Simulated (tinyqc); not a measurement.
Tail absorption against field: Franz-Keldysh effect at a direct gap.

Parabolic bands, vertical transitions, no excitons. For each hole band j: mr = me mj/(me + mj); joint density of states J_j(E) = (mr/c)^(3/2) sqrt(E - Eg)/(2 pi^2), both spins, c = hbar^2/2m0; averaged matrix element |e.p|^2 = m0 Ep/6; alpha_j(E) = 4 pi^2 alpha_f c Ep J_j/(3 nr E) in 1/angstrom (alpha_f the fine-structure constant, listed as alpha among the constants), times 1e8 for 1/cm.

In a field Fd (1 kV/cm = 1e-5 V/angstrom) the electro-optic energy of band j is th = (c (e Fd)^2/mr)^(1/3), and sqrt(E - Eg) in J_j is replaced by pi sqrt(th) [Ai'(b)^2 - b Ai(b)^2] with b = (Eg - E)/th; Ai is the Airy function.

Constants: hbar^2/2m0 = 3.80998211 eV angstrom^2; fine-structure constant alpha = 0.007297352564.

Inputs chosen for the exercise (near those of InP; the results hold for these values, not for the real material):
- Eg = 1.321 eV (direct gap)
- me = 0.0789 m0 (electron mass)
- mhh = 0.589 m0 (heavy-hole mass)
- mlh = 0.0871 m0 (light-hole mass)
- Ep = 20.7 eV (Kane energy)
- nr = 3.45 (refractive index)
- det = 60 meV (detuning below the gap)

At E = Eg - det; the field takes the values listed. The last column is the length for 10 dB of loss.

Results:
```
Fd (kV/cm)  th heavy (meV)  b heavy  alpha (1/cm)  length (micrometre)
10                    8.18    7.334      2.58e-08             8.92e+11
20                   12.99    4.620       0.00146             1.58e+07
40                   20.62    2.910         0.576             4.00e+04
100                  37.97    1.580          37.7                  610
150                  49.76    1.206           113                  203
250                  69.95    0.858           311                 74.1
400                  95.69    0.627           611                 37.7
```

Give the missing row, Fd (kV/cm) = 60.

Computed row:
```
Fd (kV/cm)  th heavy (meV)  b heavy  alpha (1/cm)  length (micrometre)
60                   27.01    2.221          5.31             4.34e+03
```

alpha grows by 8.3 decades from 10 to 60 kV/cm and by a factor 1.97 over the last step, where the field grows by 1.6: the exponent (4/3) b^(3/2) goes as 1/Fd, so the gain is steep only while b > 1 (deep in the tail the light-hole pair, with its smaller b, carries most of it), that is up to 150 kV/cm of those listed. Values below about 10 1/cm lie under the Urbach and exciton tails of a real crystal, left out here.

tinyqc: `OMP_NUM_THREADS=1 python tinyqc.py 1682681 1682682 out.jsonl`; about 0.01 s, one thread, shared Intel(R) Xeon(R) Processor @ 2.30GHz.
